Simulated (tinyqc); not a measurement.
Dispersion: Heisenberg magnet: exchange from energy differences, ordering vector, linear spin waves and ordering temperature. Computed by tinyqc, a small Python program. Command: `OMP_NUM_THREADS=1 python tinyqc.py 3022530 3022531 out.jsonl magnon walk`. One thread of a shared host (Intel(R) Xeon(R) Processor @ 2.30GHz), about 0.1 s of CPU time with the checks.

H = -sum over pairs <ij> J_ij S_i.S_j - K sum_i (S_i^z)^2, each pair once, J > 0 ferromagnetic. First neighbours: 12 at a (0.5, 0.5, 0), second: 6 at a (1, 0, 0), with all permutations and signs.

Inputs (values chosen for the exercise, for a model magnet):

| quantity | value | unit |
|---|---|---|
| exchange J1 | 4.74 | meV |
| exchange J2 | 1 | meV |
| spin S | 0.5 | - |
| single-ion anisotropy K | 0.016 | meV |
| lattice constant a | 4.94 | angstrom |

Lattice: fcc. Order: ferromagnetic.

Method:
- g_s(q) = sum over shell s of cos(q.R), z1 = g1(0). E(q) = S [J(0) - J(q)] + (2S - 1) K, J(q) = J1 g1 + J2 g2. The factor 2S - 1 removes the anisotropy for S = 1/2.
- sum R_x^2 over the shells is s1 = 2 a^2 and s2 = 2 a^2. E = gap + D q^2 with D = (S/2)(J1 s1 + J2 s2) and gap = (2S - 1) K.
- J(q) = J1 g1(q) + J2 g2(q), g_s(q) = sum over shell s of cos(q.R).

gap = 0 meV

stiffness D = 70.0383 meV angstrom^2

Energies (meV); X = (1, 0, 0), L = (0.5, 0.5, 0.5) in 2 pi/a:

| line | fraction of the way | E(q) | gap + D q^2 |
|---|---|---|---|
| G-X | 0.10 | 1.119 | 1.13 |
| G-X | 0.25 | 6.553 | 7.08 |
| G-X | 0.50 | 20.960 | 28.33 |
| G-X | 0.75 | 33.367 | 63.73 |
| G-X | 1.00 | 37.920 | 113.30 |
| G-L | 0.10 | 0.843 | 0.85 |
| G-L | 0.25 | 5.044 | 5.31 |
| G-L | 0.50 | 17.220 | 21.24 |
| G-L | 0.75 | 29.396 | 47.80 |
| G-L | 1.00 | 34.440 | 84.98 |

What does the comparison show, and why?

At the end of the G-X rows the long-wave form is 2.99 times the true energy. At the end of the G-L rows the long-wave form is 2.47 times the true energy. It holds to 5 % in 2 of the ten rows; nearer the zone boundary the cosine flattens the band.
